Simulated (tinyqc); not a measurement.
Pressure series at fixed power: global model of a low-pressure process discharge: electron temperature, density, ion flux and ion energy. Computed by tinyqc, a small Python program. Command: `OMP_NUM_THREADS=1 python tinyqc.py 3113923 3113924 out.jsonl plasma walk`. One thread of a shared host (Intel(R) Xeon(R) Processor @ 2.30GHz), about 0.01 s of CPU time with the checks.

Maxwellian electrons with temperature T_e in eV, one positive ion, no negative ions, uniform bulk density n; rate constants have the Arrhenius form.

Inputs (values chosen for the exercise, of the order of those of an inductive discharge in a simple atomic gas): ion mass M = 32 u; ionisation prefactor K0 = 7.7e-14 m^3/s; ionisation energy E_iz = 16.2 eV; excitation prefactor X0 = 1.8e-14 m^3/s; excitation energy E_ex = 9.38 eV; elastic rate constant K_el = 6.9e-14 m^3/s; ion-neutral cross section = 1e-18 m^2; gas temperature T_g = 500 K; radius R = 23 cm; height L = 7.5 cm; absorbed power P = 2500 W.

Constants: k_B = 1.380649e-23 J/K; e = 1.602176634e-19 C; u = 1.6605390666e-27 kg; m_0 = 9.1093837015e-31 kg.

Method:
- n_g = p/(k_B T_g), lambda_i = 1/(n_g sigma), K_iz = K0 exp(-E_iz/T_e), h_L = 0.86/sqrt(3 + L/(2 lambda_i)), h_R = 0.8/sqrt(4 + R/lambda_i), A_eff = 2 pi R^2 h_L + 2 pi R L h_R and d_eff = pi R^2 L/A_eff follow p.
- Particle balance: K0 exp(-E_iz/T_e) n_g d_eff = u_B, u_B = sqrt(e T_e/M).
- E_c = E_iz + (X0 exp(-E_ex/T_e) E_ex + K_el (3 m_0/M) T_e)/K_iz; E_T = E_c + (5/2) T_e + (T_e/2) ln(M/(2 pi m_0)); n = P/(e u_B A_eff E_T); J = e h_L n u_B. Pressures without a root below 2 E_iz are left out.

Against pressure:
```
p (Pa)  T_e (eV)  E_c (eV)  E_T (eV)  n (1/cm^3)  J (mA/cm^2)
0.1       5.5548     23.69     62.95  3.2939e+11        9.867
0.2       4.2217     27.24     57.08  4.5621e+11       11.094
0.5       3.1850     34.89     57.40  6.3279e+11       11.301
1.0       2.6662     44.56     63.41  7.7062e+11       10.368
2.0       2.2802     59.98     76.09  8.9806e+11        8.714
5.0       1.9046     95.36    108.82  1.0196e+12        6.130
10.0      1.6907    141.16    153.11  1.0626e+12        4.366
20.0      1.5193    214.39    225.13  1.0652e+12        2.973
```

What follows from these numbers?

T_e falls from 5.55 to 1.52 eV, n changes by a factor 3.2 and J by 0.30; in J = P h_L/(A_eff E_T), E_T changes by a factor 3.58 and is least at 0.2 Pa, between wall losses at high T_e and excitation losses at low T_e.

Extremes, crossings and ranges named in words are read from the listed rows.
